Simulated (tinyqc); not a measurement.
# Worked calculation: van der Pauw, Hall and four-point-probe measurements on a doped layer

Computed by the program tinyqc: `OMP_NUM_THREADS=1 python tinyqc.py 2850112 2850113 out.jsonl`, one thread of a shared Intel Xeon 2.30GHz, about 0.01 s for the whole run. Printed values are rounded.

A uniform p-type layer with sheet resistance Rs = 1/(q ns mu), point contacts, low field (mu B small).

Parameters, values chosen for the exercise:
- ns = 3.5e13 cm^-2 (sheet density of the layer)
- mu = 18 cm^2/(V s) (drift mobility)
- rH = 1.18 (Hall factor)
- B = 0.5 T (magnetic field)
- I = 50 uA (current)
- ar = 1.31 (side ratio a/b of a rectangular sample with corner contacts)
- t = 44 nm (thickness of the layer)

Constants: q = 1.602176634e-19 C. Results are converted to the units shown.

## Resistances and Hall voltage

Rs = 1/(q ns mu). For a rectangle with contacts at the corners, RA = (8 Rs/pi) sum_(k>=0) ln coth((2k + 1) pi a/(2 b)) with current along a short side b and voltage along the opposite one, RB the same with a and b exchanged; Hall voltage VH = rH B I/(q ns), negative for electrons.

Rs = 9907.16 ohm/square
RA = 823.646 ohm
RB = 4636.63 ohm
VH = 0.526070 mV

RB/RA = 5.63; for a square both equal Rs ln 2/pi = 2190 ohm.

## Starting value

z = 2 ln 2/(pi (RA + RB)), exact for RA = RB.

z at the start = 0.0808148 mS

## Iteration 1: new z

The van der Pauw equation exp(-pi RA z) + exp(-pi RB z) = 1 is solved for z = 1/Rs: e1 = exp(-pi RA z), e2 = exp(-pi RB z), f = e1 + e2 - 1, f' = -pi (RA e1 + RB e2), z(new) = z - f/f'.

e1 = 0.811304
e2 = 0.308146
f = 0.119450
f' = -6.58788 kohm
z after iteration 1 = 0.0989465 mS

## Iteration 2: new z

As before.

e1 = 0.774119
e2 = 0.236621
f = 0.0107398
f' = -5.44980 kohm
z after iteration 2 = 0.100917 mS

## Iteration 3: new z

As before.

e1 = 0.770181
e2 = 0.229925
f = 1.06612e-4
f' = -5.34208 kohm
z after iteration 3 = 0.100937 mS

## Course of the iteration

Stop when the step is below 1e-10 mS, or after 40 iterations.

Course of the iteration:

| iteration | z before the step (mS) | step (mS) |
|---|---|---|
| 1 | 0.0808148 | 0.0181 |
| 2 | 0.0989465 | 1.97e-3 |
| 3 | 0.100917 | 2.00e-5 |
| 4 | 0.100937 | 2.01e-9 |
| 5 | 0.100937 | 0 |

Converged in 5 iterations.

## Sheet density, mobility and bulk values

converged z = 0.100937 mS

Rs = 1/z; Hall sheet density B I/(q |VH|); Hall mobility |VH|/(Rs B I); true values ns = rH times the Hall density, mu = Hall mobility/rH; bulk density ns/t, resistivity Rs t; correction factor F = Rs/[(pi/ln 2)(RA + RB)/2].

Rs = 9907.16 ohm/square
Hall sheet density = 2.96610e13 cm^-2
Hall mobility = 21.24 cm^2/(V s)
ns = 3.5e13 cm^-2
mu = 18 cm^2/(V s)
bulk density = 7.95455e18 cm^-3
resistivity = 0.0435915 ohm cm
F = 0.800645

Taking the mean of RA and RB without F would overstate Rs by 25 %.
